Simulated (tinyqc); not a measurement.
Avalanche multiplication and breakdown of a junction from ionisation integrals: one step, computed by the program tinyqc.

Ionisation coefficients follow the local field. Position x runs through the depletion layer from the p side (x = 0), where electrons enter, to the n side (x = w), where holes enter. The built-in voltage is neglected.

Task: Coefficients at the critical field. alpha_n = a_n exp(-(b_n/F)^c), alpha_p = a_p exp(-(b_p/F)^c).

Inputs (values chosen for the exercise, modelled on GaAs):

| quantity | value | unit |
|---|---|---|
| electron prefactor a_n | 201000 | 1/cm |
| electron field b_n | 566000 | V/cm |
| hole prefactor a_p | 209000 | 1/cm |
| hole field b_p | 642000 | V/cm |
| exponent c | 1.8 | - |

Junction: one-sided abrupt p+n.

critical field F_m = 0.2562837 MV/cm

Give: alpha_n; alpha_p; ratio k = alpha_p/alpha_n; shorter ionisation length.

Result:

alpha_n = 3129 1/cm

alpha_p = 1127 1/cm

ratio k = alpha_p/alpha_n = 0.3604

shorter ionisation length = 3.196 micrometre

Electrons ionise more readily at the peak field.
